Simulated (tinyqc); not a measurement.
Strain-driven crossing of the Gamma and L valleys in a germanium-like crystal alloyed with tin, step by step. Values are carried at full precision from step to step, so a last printed digit may differ when a step is redone from the rounded ones.

With tin the unstrained gaps become E(y) = (1 - y) E + y EgS - CS y (1 - y); all other values are kept.
Constants: kB = 8.617333262e-05 eV/K; hc = 1239.841984 eV nm.

Values chosen for the exercise (near those of Ge, gaps at low temperature; shifted at random, so the results belong to these values and not to a real crystal):
- Eg = 0.913 eV (gap at Gamma to the s-like level)
- EgL = 0.733 eV (gap to L)
- EgS = (-0.386, 0.144) eV (Gamma and L gaps of the tin end)
- CS = (2.58, 0.89) eV (bowing of the Gamma and L gaps)
- y = 0.111 (tin fraction)
- C11 = 130.2 GPa
- C12 = 48 GPa
- C44 = 66.5 GPa
- load = uniaxial [100] (kind of strain)
- e0 = 0.0484 (size of the strain)
- Dso = 0.287 eV (spin-orbit splitting)
- ac = -8.16 eV (conduction deformation potential)
- av = 1.25 eV (valence hydrostatic potential)
- b = -2.55 eV (tetragonal shear potential)
- d = -5.21 eV (trigonal shear potential)
- aL = -1.47 eV (hydrostatic potential of the L edge, Xd + Xu/3)
- XuL = 15.64 eV (uniaxial potential, L)
- mG = 0.0389 m0 (mass at Gamma)
- mL = 0.585 m0 (density-of-states mass of the four L valleys together)
- T = 300 K (temperature)

## Gaps of the unstrained alloy

Give both gaps, their difference, and the y at which they cross (the root of a quadratic between 0 and 0.3).

Gamma and L gaps (eV): [0.5142, 0.5798]

Gamma - L = -0.0656 eV
crossing y = 0.0794

Without strain the alloy is direct.

## The strain tensor for a uniaxial [100] load

Biaxial loads: e0 is the in-plane strain e_par and the normal is free. (001): e_perp = -2 (C12/C11) e_par; exx = eyy = e_par, ezz = e_perp, no shear. (111): e_perp = -(2 C11 + 4 C12 - 4 C44)/(C11 + 2 C12 + 4 C44) e_par; exx = eyy = ezz = (2 e_par + e_perp)/3 and exy = eyz = ezx = (e_perp - e_par)/3. (110): e_perp = -(C11 + 3 C12 - 2 C44)/(C11 + C12 + 2 C44) e_par; exx = eyy = (e_par + e_perp)/2, ezz = e_par, exy = (e_perp - e_par)/2, eyz = ezx = 0. Uniaxial loads: a stress along n, scaled so that n.e.n = e0, with exx = s11 sxx + s12 (syy + szz), exy = s44 sxy/2, s11 = (C11 + C12)/((C11 - C12)(C11 + 2 C12)), s12 = -C12/((C11 - C12)(C11 + 2 C12)), s44 = 1/C44.

Form the tensor and its trace.

strain tensor in the cubic axes, rows x, y, z and columns alike:
$$\begin{pmatrix}
0.048400 & 0.000000 & 0.000000 \\
0.000000 & -0.013037 & 0.000000 \\
0.000000 & 0.000000 & -0.013037
\end{pmatrix}$$

tr(e) = 0.022326

## Band edges

Edges from the unstrained valence top: Gamma at Eg + ac tr(e); an L valley with unit axis u at EgL + aL tr(e) + XuL (u.e.u - tr(e)/3), u along [111], [1-1-1], [-11-1], [-1-11]; valence edges are the levels of the 6 x 6 matrix of X, Y, Z times spin with -Dso/3 + l exx + m (eyy + ezz) on the diagonal (cyclic), n exy off it, l = av + 2 b, m = av - b, n = sqrt(3) d. Spin-orbit term (Dso/3) L.sigma on X, Y, Z with (L_k)_ij = -i epsilon_kij: <X+|H|Y+> = -i Dso/3, <X+|H|Z-> = Dso/3, <Y+|H|Z-> = -i Dso/3, <Z+|H|X-> = -Dso/3, <Z+|H|Y-> = i Dso/3, <X-|H|Y-> = i Dso/3, and their conjugates; + and - are the spin along z.

Give the edges and the direct and indirect gaps from the top valence edge.

Gamma edge = 0.3320 eV

L edges (eV): [111] 0.5470, [1-1-1] 0.5470, [-11-1] 0.5470, [-1-11] 0.5470

valence edges from the top (eV): [0.1846, 0.0370, -0.4249]

direct and indirect gap (eV): [0.1475, 0.3624]

The gap is direct: Gamma lies 215 meV below the lowest L valley. The top two valence edges are 148 meV apart. At strains above 3 % second-order terms, left out here, matter.

## Electrons in the Gamma valley

Non-degenerate, parabolic: share = mG^(3/2)/(mG^(3/2) + (mL^(3/2)/4) sum_i exp(-(E_Li - E_Gamma)/kT)). Also the offset at which four equal L valleys hold half of the electrons, kT ln((mL/mG)^(3/2)), and the wavelength hc/E of the direct gap.

(mL/mG)^(3/2) = 58.32
share in Gamma = 98.6 %
offset for an even split = 105.1 meV
wavelength = 8408 nm

With the L valleys as they lie here, Gamma must be 105 meV below the lowest of them to hold half of the electrons at 300 K; it lies 215 meV below. A direct gap alone is not enough.

Program tinyqc; command `OMP_NUM_THREADS=1 python tinyqc.py 1080051 1080052 out.jsonl`; about 0.01 s on one thread of a shared Intel(R) Xeon(R) Processor @ 2.30GHz.
